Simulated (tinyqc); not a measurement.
Concentration-dependent dopant diffusion with charged defects and the built-in field: one step, computed by the program tinyqc.

A constant source C_s feeds a half space. The dopant moves through neutral point defects and through charged ones, whose number grows with the majority carrier density n.

Task: Intrinsic density and partial diffusivities. n_i = 3.87e16 T^1.5 exp(-7014/T) per cm^3 (T in kelvin, an empirical form); each D = prefactor x exp(-E/(k_B T)); the intrinsic diffusivity D_i is their sum. Temperatures in kelvin are T(C) + 273.15.

Inputs (values chosen for the exercise, modelled on boron in silicon): neutral prefactor D0x = 0.0511 cm^2/s; neutral activation energy E0 = 3.48 eV; singly charged prefactor D01 = 0.987 cm^2/s; activation energy E1 = 3.48 eV; temperature T = 1025 C.

Field enhancement: off.

Constants: k_B = 8.617333262e-05 eV/K.

Give: n_i; partial diffusivities; intrinsic diffusivity D_i.

Result:

n_i = 8.1503e+18 1/cm^3

partial diffusivities (cm^2/s): Dx 1.5780e-15, D1 3.0478e-14

intrinsic diffusivity D_i = 3.2056e-14 cm^2/s
